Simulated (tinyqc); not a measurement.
# Worked calculation: undoped gate-all-around wire MOSFET, analytic charge model

Program tinyqc, `OMP_NUM_THREADS=1 python tinyqc.py 2460128 2460129 out.jsonl`; Intel Xeon 2.30GHz, shared host, one thread, about 0.03 s. Printed values are rounded.

An undoped round wire of radius R under an insulator shell and a surrounding gate; long channel, electrons only, n = ni exp((psi - V)/Vt) with V the quasi-Fermi potential (0 at the source, Vd at the drain), constant mobility, no quantisation. The radial Poisson equation gives n(r) = n(0)/(1 - (1 - b) r^2/R^2)^2 with b = Q0/(Q + Q0). Q is the electron charge per area of the wire surface.

Parameters, values chosen for the exercise; material values close to those of silicon: temperature T = 400 K; band gap Eg = 1.13 eV; relative permittivity of the semiconductor eps_r = 11.8; conduction-band density of states at T Nc = 4.26e19 cm^-3; valence-band density of states at T Nv = 4.08e19 cm^-3; relative permittivity of the gate insulator eox = 3.86; insulator thickness tox = 2.6 nm; wire radius R = 10 nm; gate work function less that of the intrinsic body dphi = 0.12 V; channel mobility mu = 130 cm^2/(V s); gate length L = 0.1 um; gate voltage Vg = 0.45 V; drain voltage Vd = 0.5 V.

Constants: q = 1.602176634e-19 C, kB = 1.380649e-23 J/K, Vt = kB T/q, eps0 = 8.8541878128e-14 F/cm where lengths are in cm. Results are converted to the units shown.

## Constants of the wire

ni = sqrt(Nc Nv) exp(-Eg/(2 Vt)), Eg in volts; Cox = eps0 eox/(R ln(1 + tox/R)); Q0 = 4 eps0 eps_r Vt/R; V0 = dphi + Vt ln[8 eps0 eps_r Vt/(q ni R^2)].

ni = 3.172110e12 cm^-3
Cox = 1.478816 uF/cm^2
Q0 = 144.0534 nC/cm^2
V0 = 0.5766467 V

## Iteration 1: charge at the source by substitution

Q at the start = 0 nC/cm^2

With V = 0: u = Vg - V0 - Q/Cox, then Q(new) = (Q0/2)[sqrt(1 + 4 exp(u/Vt)) - 1], the root of Vt ln[(Q/Q0)(1 + Q/Q0)] = u.

u = -0.1266467 V
Q after iteration 1 = 3.566355 nC/cm^2

## Iteration 2: charge at the source by substitution

As before.

u = -0.1290583 V
Q after iteration 2 = 3.330683 nC/cm^2

## Course of the iteration: charge at the source by substitution

Stop when Q changes by less than 1e-8 nC/cm^2, or after 30 iterations.

Course of the iteration:
```
iteration,Q (nC/cm^2),|change| (nC/cm^2)
1,3.566355,3.57
2,3.330683,0.236
3,3.345775,0.0151
4,3.344807,9.68e-4
5,3.344869,6.21e-5
6,3.344865,3.99e-6
7,3.344865,2.56e-7
8,3.344865,1.64e-8
9,3.344865,1.05e-9
```

Converged in 9 iterations. At the end each change is about 0.064 times the one before, with alternating sign: linear convergence.

## Drain current and line charge

Qs = 3.344865 nC/cm^2
Qd = 1.832833e-6 nC/cm^2

Q solves Vg - V0 - V = Q/Cox + Vt ln(Q/Q0) + Vt ln(1 + Q/Q0). I = mu (2 pi R/L)[2 Vt (Qs - Qd) + (Qs^2 - Qd^2)/(2 Cox) + Vt Q0 ln((Qd + Q0)/(Qs + Q0))], with Qs at V = 0 and Qd at V = Vd. Electrons per length at the source: 2 pi R Qs/q; surface over centre density: (1 + Qs/Q0)^2.

first term = 0.01883495 uA
second term = 3.089843e-4 uA
third term = -0.009309804 uA
I = 0.009834131 uA
electrons per length = 0.01311741 1/nm
surface over centre density = 1.046978

The square-law term makes up 3.14 % of the current. Below threshold the third term cancels half of the first, leaving the diffusion current Vt (Qs - Qd).
